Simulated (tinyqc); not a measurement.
Length of a molecular wire: coherent transport through a tight-binding bridge. Computed by the program tinyqc. 

A uniform bridge between two chains:

| parameter | value |
|---|---|
| site energy (eV) | 3.140000 |
| hopping in the bridge (eV) | 0.960000 |
| lead hopping (eV) | 2.870000 |
| couplings (eV) | 0.48, 0.7 |
| E (eV) | 0.200000 |

T = Gamma_L Gamma_R |G_1n|^2 with the self-energies of semi-infinite chains.

Transmission against length:

| sites | T | ln T |
|---|---|---|
| 2 | 8.3606e-04 | -7.087 |
| 3 | 1.1495e-04 | -9.071 |
| 4 | 1.5866e-05 | -11.051 |
| 5 | 2.1910e-06 | -13.031 |
| 6 | 3.0259e-07 | -15.011 |
| 7 | 4.1790e-08 | -16.991 |
| 8 | 5.7714e-09 | -18.970 |
| 9 | 7.9707e-10 | -20.950 |
| 10 | 1.1008e-10 | -22.930 |

E lies outside the band of the bridge (|E - e|/2h = 1.531 > 1), so T decays as exp(-beta n) with beta = 2 arccosh(1.531) = 1.9797 a site; the last two rows give 1.9797.
